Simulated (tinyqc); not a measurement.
# Six-transistor SRAM cell, nodal equations and margins: effect of the gain factor of the pull-down transistor

Two cross-coupled inverters (pull-down bn, pull-up bp) hold the nodes Q and QB; access transistors (ba, threshold VTn, gate on the word line at Vdd when selected) join them to the bit lines. Transistor (EKV form, voltages against the body): I = 2 n b Vt^2 [F(vp - Vs) - F(vp - Vd)] from drain to source, F(v) = ln^2(1 + exp(v/(2 Vt))), vp = (Vg - VT + sg |Vd - Vs|)/n. n-channel bodies are at 0; for the p-channel device all voltages are counted down from Vdd. b in uA/V^2 gives I in uA. For an access transistor the bit line is the drain and the node the source. In a read both bit lines are at Vdd. The cell is symmetric (no mismatch).

f(x) is the node voltage of one half-cell for input x: In = Ip in hold, In = Ip + Ia in a read. Static noise margin: side of the largest square between the curve (x, f(x)) and its mirror image (f(y), y); with h(c) the root x of f(x) - x = c, it is the maximum over c > 0 of h(c) - h(-c) + c. Q is the low node in a read and Iread the current of its access transistor. The write trip is the voltage to which the bit line of the high node must fall (the other staying at Vdd) for that state to vanish; higher is easier, and a negative value means that a grounded bit line does not write.

Values chosen for this exercise:

| symbol | value | unit | meaning |
|---|---|---|---|
| T | 300 | K | temperature |
| Vdd | 1.2 | V | supply voltage |
| n | 1.3 |  | slope factor |
| sg | 0.088 |  | drain-induced barrier lowering |
| VTn | 0.43 | V | n-channel threshold |
| VTp | 0.44 | V | p-channel threshold (magnitude) |
| ba | 220 | uA/V^2 | gain factor of the access transistor |
| bp | 130 | uA/V^2 | gain factor of the pull-up transistor |

Constants: q = 1.602176634e-19 C, kB = 1.380649e-23 J/K, Vt = kB T/q. Results are converted to the units shown.

Result of one run:
```
bn (uA/V^2)  hold margin (mV)  read margin (mV)  Q in a read (mV)  Iread (uA)  write trip (mV)
220                     449.1             209.7             205.2       29.54            344.0
```

What becomes of these results when the gain factor of the pull-down transistor bn is changed from 220 to 390 uA/V^2, all else the same?

Result of the changed run:
```
bn (uA/V^2)  hold margin (mV)  read margin (mV)  Q in a read (mV)  Iread (uA)  write trip (mV)
390                     440.6             239.0             143.9       38.66            306.6
```

The whole series:
```
bn (uA/V^2)  hold margin (mV)  read margin (mV)  Q in a read (mV)  Iread (uA)  write trip (mV)
170                     451.3             197.3             235.3       25.50            360.8
220                     449.1             209.7             205.2       29.54            344.0
290                     445.6             223.7             174.3       33.97            325.9
390                     440.6             239.0             143.9       38.66            306.6
510                     435.1             252.7             119.1       42.69            289.6
680                     428.5             266.7             95.82       46.66            272.0
```

As bn goes from 170 to 680 uA/V^2, the read margin rises from 197 to 267 mV, the write trip falls from 361 to 272 mV and Iread rises from 25.5 to 46.7 uA. The read margin is 0.44 of the hold margin in the first row and 0.62 in the last. Read stability and write ability pull in opposite directions.

Program tinyqc, `OMP_NUM_THREADS=1 python tinyqc.py 2340098 2340099 out.jsonl`; Intel Xeon 2.30GHz, shared host, one thread, about 0.1 s.
